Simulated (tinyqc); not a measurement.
Smearing for a one-band metal on the bcc lattice: one step. Levels on the mesh. Three cases, with inputs chosen for the exercise.

Problem. Evaluate the band and collect equal energies with their counts.

Lattice vectors (units of a): a1 = (-1/2, 1/2, 1/2), a2 = (1/2, -1/2, 1/2), a3 = (1/2, 1/2, -1/2). E(k) = -t A_1(k) - t2 A_2(k), A_m the sum of cos(k . R) over the 8 nearest and 6 second lattice vectors. Mesh k = sum (j_i/N) b_i, j_i = 0 .. N-1.

Case 1.

Values chosen: t = 1.15 eV (nearest hopping); t2 = 0.33 eV (second hopping); N = 4 (unshifted mesh).

Case 2.

Values chosen: t = 1.45 eV (nearest hopping); t2 = -0.2 eV (second hopping); N = 6 (unshifted mesh).

Case 3.

Values chosen: t = 0.99 eV (nearest hopping); t2 = 0.19 eV (second hopping); N = 4 (unshifted mesh).

Give: Distinct levels.

Solution.

Case 1.

Distinct levels:

| E_k (eV) | points |
|---|---|
| -11.1800 | 1 |
| -5.2600 | 12 |
| -0.6600 | 6 |
| 0.6600 | 30 |
| 1.9800 | 2 |
| 3.9400 | 12 |
| 7.2200 | 1 |

7 distinct levels; the mean spacing is 3.067 eV.

Case 2.

Distinct levels:

| E_k (eV) | points |
|---|---|
| -10.4000 | 1 |
| -7.9000 | 12 |
| -5.2000 | 6 |
| -4.1500 | 24 |
| -2.9000 | 12 |
| -2.0500 | 8 |
| -1.0000 | 12 |
| -0.4000 | 54 |
| 0.2000 | 24 |
| 0.8500 | 8 |
| 2.9000 | 12 |
| 4.5500 | 24 |
| 6.4000 | 6 |
| 9.5000 | 12 |
| 12.8000 | 1 |

15 distinct levels; the mean spacing is 1.657 eV.

Case 3.

Distinct levels:

| E_k (eV) | points |
|---|---|
| -9.0600 | 1 |
| -4.3400 | 12 |
| -0.3800 | 6 |
| 0.3800 | 30 |
| 1.1400 | 2 |
| 3.5800 | 12 |
| 6.7800 | 1 |

7 distinct levels; the mean spacing is 2.640 eV.

Computed by tinyqc, one run a case: `OMP_NUM_THREADS=1 python tinyqc.py N N+1 out.jsonl` with N = 1681366, 1682038, 1682373; one thread of a shared Intel(R) Xeon(R) Processor @ 2.30GHz, about 0.3 s a run at most.
